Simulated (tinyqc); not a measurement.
Worked calculation: valley splitting of a silicon quantum well in envelope theory. Values are carried at full precision from step to step, so a last printed digit may differ when a step is redone from the rounded ones.

Constants: hbar^2/2m0 = 3.80998211 eV angstrom^2; kB = 8.617333262e-05 eV/K.

Values chosen for the exercise (near those of a strained Si well in SiGe; the results hold for these values, not for the real material): k0 = 0.829 2 pi/a (valley position); a = 5.431 angstrom (lattice constant); ml = 0.909 m0 (mass along z); F = 4.4 mV/nm (field pressing towards the upper interface); w = 0.9 angstrom (interface width parameter); L = 38 angstrom (well width); V0 = 0.16 eV (conduction offset); C0 = 0.253 (Bloch overlap factor); Yb = 0.27 (Ge share of the barrier); Yw = 0 (Ge share of the well); ad = 180 angstrom (dot radius).

## Wave number and lengths

q = 2 k0 (2 pi/a), its wavelength, the field length (c/(ml e F))^(1/3) with c = hbar^2/2m0 and 1 mV/nm = 1e-4 eV/angstrom, and the damping factor y/sinh(y), y = pi q w, of a step smoothed as 1/(1 + exp(z/w)).

q = 1.9182 1/angstrom
wavelength = 3.276 angstrom
field length = 21.2 angstrom
damping factor = 0.0479

## The envelope

The well lies at 0 < z < L; U(z) = V0 [1/(1 + exp(z/w)) + 1/(1 + exp((L - z)/w))] - e F z, 1 mV/nm = 1e-4 eV/angstrom. The envelope psi solves -(c/ml) psi'' + U psi = E psi, c = hbar^2/2m0, by three-point differences on a grid of 0.1 angstrom from -40 to L + 40 angstrom. The two valleys at +/- k0 couple through D = C0 times the integral of exp(-i q z) U(z) psi^2, q = 2 k0 (2 pi/a), and split by Ev = 2|D|.

Two lowest levels, mean position, and psi^2 at both interfaces.

levels (meV): 9.62  61.86

<z> = 20.3 angstrom
psi^2 at z = 0 and L (1/angstrom): 0.00315  0.00574

The field makes psi^2 at the upper interface 1.82 times that at the lower one. The orbital spacing is 52.2 meV.

## Contributions to the coupling

Split D into the lower barrier, the upper barrier and the field term.

Parts of D (micro-eV):

| part | real | imaginary | size |
|---|---|---|---|
| lower barrier | 3.071 | 1.807 | 3.563 |
| upper barrier | -2.129 | 6.110 | 6.470 |
| field term | -0.006 | 0.013 | 0.014 |

## Valley splitting and phase

The inter-valley coupling D is the sum of the complex parts; Ev = 2|D|, the valley phase is arg D, and kB T equals Ev at T = Ev/kB.

Ev = 16.0 micro-eV
phase = 1.45 rad
T = 0.19 K

The upper barrier gives the largest part.

## Alloy disorder

Random alloy: with Y(z) = Yw + (Yb - Yw) B(z), B the bracket in U, and in-plane density exp(-r^2/ad^2)/(pi ad^2), D gains a random complex part of variance sigma^2 = (C0^2/pi)(a^2 V0/(8 ad (Yb - Yw)))^2 (4/a) times the integral of psi^4 Y (1 - Y). Alone it gives a mean splitting sqrt(pi) sigma; together with the smooth part the rms splitting is 2 sqrt(|D|^2 + sigma^2).

Give the integral, sigma, the mean splitting from disorder alone and the rms total.

integral = 2.52e-05 1/angstrom
sigma = 7.5 micro-eV
sqrt(pi) sigma = 13.2 micro-eV
rms splitting = 21.9 micro-eV

|D|/sigma = 1.07: the two parts are comparable.

## Checks

- Lowest level for sharp walls and no field against the square well, meV: both 17.6.
- Size of one barrier part in that case against C0 V0 psi(0)^2/sqrt(q^2 + 4 kappa^2), micro-eV: 93 against 94.

Computed by tinyqc, a small Python program: `OMP_NUM_THREADS=1 python tinyqc.py 1252265 1252266 out.jsonl` (the numbers bound the seed that draws the inputs); one thread of a shared host (Intel(R) Xeon(R) Processor @ 2.30GHz), about 0.1 s for the whole set of steps.
